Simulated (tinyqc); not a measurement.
What moves the results: Gamma, L and X subbands of a thin body with non-parabolic valleys. A value that a table varies takes the place of the one given here.

Hard walls, flat band, c = hbar^2/2m0, energies from the bulk Gamma edge. For a valley at angle theta to the normal 1/m_z = cos^2/ml + sin^2/mt and m_d = sqrt(ml mt^2/m_z). Subband n starts at E_v + e with e (1 + a e) = c (n pi/t)^2/m_z, and its density-of-states mass is taken as m_d (1 + 2 a e), without further growth at higher in-plane energy. Groups are named by valley and degeneracy.

n_i = g m/(2 pi c) kB T ln(1 + exp((EF - E_i)/kB T)), sum n_i = Ns (1e12/cm^2 = 1e-4/angstrom^2), c = hbar^2/2m0. Quantum capacitance Cq = 1602.176634 sum g m/(2 pi c) f_i in microfarad/cm^2 with f_i = 1/(1 + exp((E_i - EF)/kB T)); Cox = 34.5313/eot (one gate); C/Cox = Cq/(Cq + Cox), the centroid term left out.

Constants: hbar^2/2m0 = 3.80998211 eV angstrom^2; kB = 8.617333262e-05 eV/K.

Parameters, chosen for this exercise (near those of a thin GaSb channel; the results hold for these values, not for the real material): face = 111 (surface); mG = 0.0384 m0 (Gamma mass); aG = 1.13 1/eV (Gamma non-parabolicity); EL = 0.044 eV (L edge above Gamma); mL = (1.264, 0.098) m0 (L valleys (four, along <111>): ml, mt); EX = 0.303 eV (X edge above Gamma); mX = (1.542, 0.226) m0 (X valleys (three, along <100>): ml, mt); aS = 0.36 1/eV (non-parabolicity of L and X); Ns = 5.2 x 1e12/cm^2 (sheet density); T = 300 K (temperature); eot = 9 angstrom (equivalent oxide thickness); ts = (20, 26, 34, 45, 60, 85, 130) angstrom (thicknesses); t = 74 angstrom (body thickness); Nl = (0.5, 1, 2, 4, 7, 11, 16) x 1e12/cm^2 (sheet densities).

## Thinning the body

Lowest edge of each valley type, the lowest group, the Gamma share and C/Cox, with n = 1 to 8 of all groups.

Results:
```
t (angstrom),Gamma (eV),L (eV),X (eV),lowest,Gamma share (%),C/Cox
20,1.094,0.116,0.574,L1,0.0,0.652
26,0.773,0.087,0.469,L1,0.0,0.711
34,0.530,0.070,0.402,L1,0.0,0.751
45,0.347,0.059,0.361,L1,0.0,0.807
60,0.218,0.052,0.336,L1,0.1,0.855
85,0.119,0.048,0.319,L1,0.9,0.873
130,0.055,0.046,0.310,L1,3.3,0.880
```

From 130 down to 20 angstrom Gamma rises by 1.04 eV, L by 0.07 and X by 0.26 eV, the light Gamma mass moving most. L1 stays lowest throughout. The Gamma share goes from 3 % to 0 %. C/Cox is 0.88 and 0.65 at the ends and lies between 0.65 and 0.88. Hard walls overstate the rise in the thinnest rows.

## Raising the sheet density

Fixed thickness, n = 1 to 8 of all groups; the gate overdrive above the lowest edge is (EF - E_lowest)/e + 0.1602177 Ns/Cox in volts.

Results:
```
Ns (1e12/cm^2),EF - lowest (eV),Gamma share (%),Cq,C/Cox,overdrive (V)
0.5,-0.047,0.3,2.99,0.438,-0.026
1.0,-0.028,0.3,5.80,0.602,0.013
2.0,-0.009,0.4,11.01,0.742,0.075
4.0,0.012,0.4,20.30,0.841,0.179
7.0,0.031,0.5,32.37,0.894,0.323
11.0,0.047,0.6,45.89,0.923,0.507
16.0,0.062,0.7,59.43,0.939,0.731
```

The lowest subband is L1 n=1; the light Gamma level lies 103 meV above it, lifted there by confinement. At the highest density band filling takes 0.062 V of the 0.731 V overdrive. Cq grows from 3.0 to 59.4 microfarad/cm^2 while EF moves from -0.047 to +0.062 eV against the lowest edge; the Gamma share stays near 0 %.

## What each parameter does

n = 1 to 8 of all groups. Each row changes one parameter from the base and keeps the others.

Results:
```
case,lowest edge (eV),EF (eV),Gamma share (%),C/Cox
base,0.049,0.070,0.4,0.869
t = 68 angstrom,0.050,0.078,0.2,0.864
mG = 0.0442 m0,0.049,0.070,0.9,0.869
aG = 0.79 1/eV,0.049,0.070,0.3,0.869
EL = -0.006 eV,-0.001,0.020,0.1,0.868
Ns = 7.8 x 1e12/cm^2,0.049,0.084,0.5,0.902
eot = 7 angstrom,0.049,0.070,0.4,0.837
T = 250 K,0.049,0.079,0.3,0.880
```

The largest shifts from the base row, up to three for each result and ties (the steps differ in size, so this ranks the rows, not the parameters). lowest edge (eV): EL -0.050, t +0.001; unchanged at the printed digits by mG, aG, Ns, eot and T. EF (eV): EL -0.050, Ns +0.014, T +0.008, t +0.008; unchanged at the printed digits by mG, aG and eot. Gamma share (%): mG +0.5, EL -0.4, t -0.2, T -0.2; unchanged at the printed digits by eot. C/Cox: Ns +0.033, eot -0.031, T +0.012; unchanged at the printed digits by mG and aG.

Run: tinyqc, `OMP_NUM_THREADS=1 python tinyqc.py 1250367 1250368 out.jsonl`; Intel(R) Xeon(R) Processor @ 2.30GHz, one thread, shared host; about 0.03 s of CPU time with all checks.
